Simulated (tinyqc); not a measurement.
# MOS capacitor on a p-type substrate, surface potential from the exact charge relation: effects of single changes

Uniform p-type substrate, Boltzmann statistics, full ionisation, classical densities. psi is the surface potential against the body (positive when the bands bend down) and u = psi/Vt. Traps are spread evenly over the gap and neutral at flat band, so their charge is -q Dit psi; the minority quasi-Fermi level is shifted by Vb.

Inputs (values chosen for the exercise); band and dielectric values close to those of silicon:
```
symbol,value,unit,meaning
T,273,K,temperature
Eg,1.11,eV,band gap
eps_r,11.8,,relative permittivity
Nc,2.46e19,cm^-3,conduction-band density of states at T
Nv,2.26e19,cm^-3,valence-band density of states at T
chi,4.06,eV,electron affinity
N,2.2e16,cm^-3,acceptor density of the substrate
eox,24.8,,relative permittivity of the gate insulator (close to zirconium oxide)
tox,8.1,nm,insulator thickness
phiM,4.41,eV,gate work function
Nf,2.8e11,cm^-2,"fixed charge at the interface, in units of q"
Dit,0,cm^-2 eV^-1,density of interface traps
Vb,0.6,V,reverse bias of the inversion layer against the body
```

Constants: q = 1.602176634e-19 C, kB = 1.380649e-23 J/K, Vt = kB T/q, eps0 = 8.8541878128e-14 F/cm where lengths are in cm. Results are converted to the units shown.

Each table varies one quantity; the others keep the values above.

## Capacitance-voltage curves

ni = sqrt(Nc Nv) exp(-Eg/(2 Vt)), Eg in volts; phiF = Vt ln(N/ni); Cox = eps0 eox/tox; Vfb = phiM - chi - (Eg - Vt ln(Nv/N)) - q Nf/Cox; Q0 = sqrt(2 eps0 eps_r q N Vt); r = (ni/N)^2 exp(-Vb/Vt); VT = Vfb + [(2 phiF + Vb)(1 + q Dit/Cox) + sqrt(2 eps0 eps_r q N (2 phiF + Vb))/Cox]. u = psi/Vt; F^2 = exp(-u) + u - 1 + r (exp(u) - u - 1); Qs = -sign(u) Q0 F; Cs = -dQs/dpsi = (Q0/Vt) |1 - exp(-u) + r (exp(u) - 1)|/(2 F). psi solves Vg = Vfb + psi + (q Dit psi - Qs)/Cox. Low frequency: 1/C_LF = 1/Cox + 1/(Cs + q Dit). High frequency, in the simple estimate in which traps and minority carriers do not follow: 1/C_HF = 1/Cox + 1/Cd, Cd being Cs with r = 0 at the same psi. Deep depletion: r = 0 and Dit = 0 both in the equation for psi and in Cs. Minority sheet density N_inv = (Q0/(2 q)) int_0^u r (exp(t) - 1)/F(t) dt for u > 0. N_inv under 1 cm^-2 is printed as 0. Regimes: accumulation when majority carriers gather, then depletion up to |psi| = phiF + Vb, weak inversion up to 2 phiF + Vb, strong inversion beyond.

Capacitance-voltage curves:
```
Vg (V)   psi (V)  C_LF/Cox  C_HF/Cox  C_deep/Cox  N_inv (cm^-2)            regime
-1.39   -0.22287   0.92174   0.92174     0.92174              0      accumulation
-1.08   -0.19022   0.85483   0.85483     0.85483              0      accumulation
-0.76   -0.10389   0.48965   0.48965     0.48965              0      accumulation
-0.45    0.15206  0.042216  0.042216    0.042216              0         depletion
-0.13    0.46243  0.023335  0.023335    0.023335              0         depletion
0.18     0.76613  0.018037  0.018037    0.018037              0         depletion
0.5       1.0809  0.015160  0.015160    0.015160          17298    weak inversion
0.81      1.3861  0.028719  0.013379    0.013377       6.5173e9  strong inversion
1.13      1.5533   0.79476  0.012636    0.012069      2.5660e12  strong inversion
1.45      1.5964   0.90788  0.012464    0.011082      7.2494e12  strong inversion
1.76      1.6191   0.94114  0.012376    0.010325      1.2111e13  strong inversion
```

Read the table: what changes, and by how much?

C_LF/Cox is lowest, 0.0152, at Vg = 0.5 V (weak inversion) among the rows listed and is 0.941 in the last row, where C_HF/Cox is 0.0124 and the deep-depletion value 0.0103. Vfb = -0.613 V, where C_HF/Cox = 0.127 (Cox in series with eps0 eps_r/LD), and VT = 0.806 V. Over the last two rows psi moves by only 0.073 V a volt of gate bias, since the inversion charge screens the body. In strong accumulation and inversion degeneracy and confinement, left out here, lower the capacitance.

## Effect of the reverse bias of the inversion layer against the body on threshold and swing

ni = sqrt(Nc Nv) exp(-Eg/(2 Vt)), Eg in volts; phiF = Vt ln(N/ni); Cox = eps0 eox/tox; Vfb = phiM - chi - (Eg - Vt ln(Nv/N)) - q Nf/Cox; VT = Vfb + [(2 phiF + Vb)(1 + q Dit/Cox) + sqrt(2 eps0 eps_r q N (2 phiF + Vb))/Cox]. gamma = sqrt(2 eps0 eps_r q N)/Cox; Wm = sqrt(2 eps0 eps_r (2 phiF + Vb)/(q N)); m = 1 + (eps0 eps_r/Wm + q Dit)/Cox; swing m Vt ln 10; Cmin/Cox = 1/(1 + Cox Wm/(eps0 eps_r)).

In this table Dit = 0 cm^-2 eV^-1.

The same in every row: Vfb (V) = -0.6134; 2 phiF (V) = 0.7817; gamma (V^0.5) = 0.03166.

Result of one run:
```
Vb (V)  VT (V)  Wm (nm)      m  swing (mV/decade)  Cmin/Cox
0       0.1963    215.3  1.018              55.14   0.01759
```

What becomes of these results when the reverse bias of the inversion layer against the body Vb is changed from 0 to 2 V, all else the same?

Result of the changed run:
```
Vb (V)  VT (V)  Wm (nm)      m  swing (mV/decade)  Cmin/Cox
2        2.221    406.1  1.009              54.68  0.009401
```

The whole series:
```
Vb (V)  VT (V)  Wm (nm)      m  swing (mV/decade)  Cmin/Cox
0       0.1963    215.3  1.018              55.14   0.01759
0.4     0.6027    264.7  1.015              54.96   0.01435
0.8      1.008    306.2  1.013              54.85   0.01243
1.2      1.413    342.8  1.011              54.78   0.01112
1.6      1.817    375.8  1.010              54.72   0.01015
2        2.221    406.1  1.009              54.68  0.009401
2.4      2.625    434.3  1.009              54.65  0.008796
2.8      3.028    460.8  1.008              54.62  0.008294
```

As Vb goes from 0 to 2.8, VT rises from 0.196 to 3.03 V, the swing falls from 55.1 to 54.6 mV/decade and Cmin/Cox falls from 0.0176 to 0.00829. Vfb does not move. The slope |dVT/dVb| between the first two rows is 1.02, close to m (VT is counted against the body; against the source it is m - 1).

## Effect of the density of interface traps on threshold and swing

Same model as above.

In this table Vb = 0 V.

The same in every row: Vfb (V) = -0.61341; 2 phiF (V) = 0.78172; gamma (V^0.5) = 0.031658; Wm (nm) = 215.27; Cmin/Cox = 0.017588.

Results:
```
Dit (cm^-2 eV^-1)   VT (V)       m  swing (mV/decade)
0                  0.19631  1.0179             55.139
1e10               0.19677  1.0185             55.171
1e11               0.20093  1.0238             55.459
3e11               0.21017  1.0356             56.099
1e12               0.24251  1.0770             58.340
3e12               0.33491  1.1952             64.743
1e13               0.65831  1.6089             87.153
```

Estimate the missing row, Dit = 3e10 cm^-2 eV^-1.

Computed row:
```
Dit (cm^-2 eV^-1)   VT (V)       m  swing (mV/decade)
3e10               0.19769  1.0197             55.235
```

With this row back in the table: As Dit goes from 0 to 1e13, VT rises from 0.196 to 0.658 V, the swing rises from 55.1 to 87.2 mV/decade and Cmin/Cox stays at 0.0176. Vfb does not move.

Numbers from tinyqc (`OMP_NUM_THREADS=1 python tinyqc.py 2060101 2060102 out.jsonl`; about 0.01 s on one thread of a shared Intel Xeon 2.30GHz).
